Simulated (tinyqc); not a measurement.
What each parameter does: five-level k.p model folded onto the conduction band.

Second-order sums for the lowest conduction level at E: 1/m = 1 + Cm + (Ep/3)(2/E + 1/(E + Dso)) - (Ep2/3)(2/(E7 + D2 - E) + 1/(E7 - E)); g/2 = 1 + Cg - (Ep/3)(1/E - 1/(E + Dso)) - (Ep2/3)(1/(E7 - E) - 1/(E7 + D2 - E)). E is counted from the top of the valence band; E = Eg at the edge.

Values chosen for the exercise (near those of GaSb; shifted at random, so the results belong to these values and not to a real crystal): Eg = 0.775 eV (gap at Gamma to the s-like level); Dso = 0.718 eV (spin-orbit splitting); Ep = 27.5 eV (Kane energy); E7 = 3.2 eV (upper Gamma7 conduction level, from the valence top); D2 = 0.35 eV (its spin-orbit splitting, Gamma8 above Gamma7); Ep2 = 3.2 eV (Kane energy to the upper levels); Cm = -3.3 (remote term in 1/m); Cg = -0.02 (remote term in g/2).

Mass and g at E = Eg.

One parameter was then changed.

Results before and after:

| case | m (m0) | g |
|---|---|---|
| base | 0.03804 | -9.5273 |
| changed | 0.03828 | -9.5609 |

Which of these changes was made? (a) D2 = 0.315 eV; (b) Ep2 = 2.88 eV; (c) Eg = 0.853 eV; (d) Ep = 30.25 eV; (e) Dso = 0.79 eV; (f) E7 = 2.88 eV.

Answer: (f) E7 = 2.88 eV. Of the candidates, run in turn, only this one gives the changed row.

All candidates:

| case | m (m0) | g |
|---|---|---|
| base | 0.03804 | -9.5273 |
| Eg = 0.853 eV | 0.04205 | -7.9809 |
| Dso = 0.79 eV | 0.03845 | -10.0923 |
| Ep = 30.25 eV | 0.03417 | -10.6650 |
| E7 = 2.88 eV | 0.03828 | -9.5609 |
| D2 = 0.315 eV | 0.03806 | -9.5175 |
| Ep2 = 2.88 eV | 0.03787 | -9.5162 |

Program tinyqc; command `OMP_NUM_THREADS=1 python tinyqc.py 1081591 1081592 out.jsonl`; about 0.01 s on one thread of a shared Intel(R) Xeon(R) Processor @ 2.30GHz.
